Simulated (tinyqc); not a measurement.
Worked calculation: band edges of strained Si(1-x)Ge(x) on relaxed Si(1-y)Ge(y). Values are carried at full precision from step to step, so a last printed digit may differ when a step is redone from the rounded ones.

Values are linear in the Ge fraction but for ED(x) = linear - CD x (1 - x) and a(x) = linear - Ca x (1 - x). Energies are on the common scale of Ev.

Values chosen for the exercise (end members near Si and Ge, in this order; shifted at random, so the results belong to these values and not to a real crystal): a = (5.436, 5.665) angstrom (lattice constant); Dso = (0.043, 0.289) eV (spin-orbit splitting); av = (2.43, 1.23) eV (valence hydrostatic potential); b = (-2.13, -2.55) eV (tetragonal shear potential); d = (-4.86, -5.26) eV (trigonal shear potential); C11 = (165.8, 126.6) GPa; C12 = (63.4, 48.2) GPa; C44 = (80.7, 66.9) GPa; Ev = (0, 0.68) eV (top of the unstrained valence band); ED = (1.159, 0.912) eV (gap to the Delta valleys); EL = (1.975, 0.731) eV (gap to the L valleys); aD = (1.78, 1.2) eV (hydrostatic potential of the Delta gap); aL = (-3.21, -2.9) eV (hydrostatic potential of the L gap); XuD = (8.86, 9.42) eV (uniaxial potential, Delta); XuL = (15.91, 15.7) eV (uniaxial potential, L); CD = 0.232 eV (bowing of the Delta gap); Ca = 0 angstrom (bowing of the lattice constant); x = 0.6 (Ge fraction of the layer); y = 0 (Ge fraction of the relaxed buffer); face = 111 (growth face).

## Values of the layer and the buffer

Interpolate at x and at y.

Interpolated values (a in angstrom, C11, C12, C44 in GPa, all else in eV):
```
symbol     layer    buffer
a         5.5734    5.4360
Dso       0.1906    0.0430
av        1.7100    2.4300
b        -2.3820   -2.1300
d        -5.1000   -4.8600
C11     142.2800  165.8000
C12      54.2800   63.4000
C44      72.4200   80.7000
Ev        0.4080    0.0000
ED        0.9551    1.1590
EL        1.2286    1.9750
aD        1.4320    1.7800
aL       -3.0240   -3.2100
XuD       9.1960    8.8600
XuL      15.7840   15.9100
```

## Strain of the layer on a (111) buffer

Coherent growth on a (111) face: e_par = (a(y) - a(x))/a(x), e_perp = -(2 C11 + 4 C12 - 4 C44)/(C11 + 2 C12 + 4 C44) e_par; exx = eyy = ezz = (2 e_par + e_perp)/3 and exy = eyz = ezx = (e_perp - e_par)/3.

Use the elastic constants of the layer.

e_par = -0.024653
e_perp = 0.009669

strain tensor in the cubic axes, rows x, y, z and columns alike:
```
[[-0.013212, 0.011441, 0.011441],
 [0.011441, -0.013212, 0.011441],
 [0.011441, 0.011441, -0.013212]]
```

The layer is under compression in the plane; its volume changes by -3.964 %.

## Conduction valleys of the layer

A valley with unit axis u lies at Ev + gap + (av + a_valley) tr(e) + Xu (u.e.u - tr(e)/3); the Delta axes are x, y, z and the L axes [111], [1-1-1], [-11-1], [-1-11]. The second-order shift of the Delta valleys under shear is left out; it lowers the pair normal to the sheared plane by tens of meV at a shear of 1 %.

Give the hydrostatic shifts, the uniaxial shifts and the edges.

hydrostatic shifts of Delta and L (eV): [-0.1245, 0.0521]

uniaxial shifts (eV): Delta x 0.0000, Delta y 0.0000, Delta z 0.0000, L [111] 0.3612, L [1-1-1] -0.1204, L [-11-1] -0.1204, L [-1-11] -0.1204

valley edges (eV): Delta x 1.2386, Delta y 1.2386, Delta z 1.2386, L [111] 2.0498, L [1-1-1] 1.5683, L [-11-1] 1.5683, L [-1-11] 1.5683

The lowest set is Delta6 (the digit counts whole valleys) at 1.2386 eV; the Delta valleys spread over 0 meV and the L valleys over 482 meV.

## Valence edges of the layer

Valence edges: Ev plus the levels of the 6 x 6 matrix of X, Y, Z times spin with -Dso/3 + l exx + m (eyy + ezz) on the diagonal (cyclic), n exy off it, l = av + 2 b, m = av - b, n = sqrt(3) d. Spin-orbit term (Dso/3) L.sigma on X, Y, Z with (L_k)_ij = -i epsilon_kij: <X+|H|Y+> = -i Dso/3, <X+|H|Z-> = Dso/3, <Y+|H|Z-> = -i Dso/3, <Z+|H|X-> = -Dso/3, <Z+|H|Y-> = i Dso/3, <X-|H|Y-> = i Dso/3, and their conjugates; + and - are the spin along z.

Give the strain block and the three twofold edges.

strain block (eV), rows X, Y, Z and columns alike:
```
[[-0.0678, -0.1011, -0.1011],
 [-0.1011, -0.0678, -0.1011],
 [-0.1011, -0.1011, -0.0678]]
```

edges from the top (eV): [0.4413, 0.3442, 0.0446]

The top two edges are split by 97 meV.

## Gap and offsets against the buffer

Buffer: Ev(y) and Ec = Ev(y) + min(ED, EL). dEc = Ec(buffer) - Ec(layer), dEv = Ev(layer) - Ev(buffer); positive values confine the carrier in the layer; type I if both have one sign.

gap of the strained layer = 0.7973 eV
gap of the buffer = 1.1590 eV
dEc = -0.0796 eV
dEv = 0.4413 eV

Type II: electrons collect in the buffer (80 meV) and holes in the layer (441 meV). The relaxed layer would have a gap of 0.955 eV, so strain has moved it by -158 meV.

## Checks

- Mean of the three Delta edges against the hydrostatic shift alone (eV): both 1.23858.

Computed by tinyqc, a small Python program: `OMP_NUM_THREADS=1 python tinyqc.py 1080807 1080808 out.jsonl` (the numbers bound the seed that draws the inputs); one thread of a shared host (Intel(R) Xeon(R) Processor @ 2.30GHz), about 0.01 s for the whole set of steps.
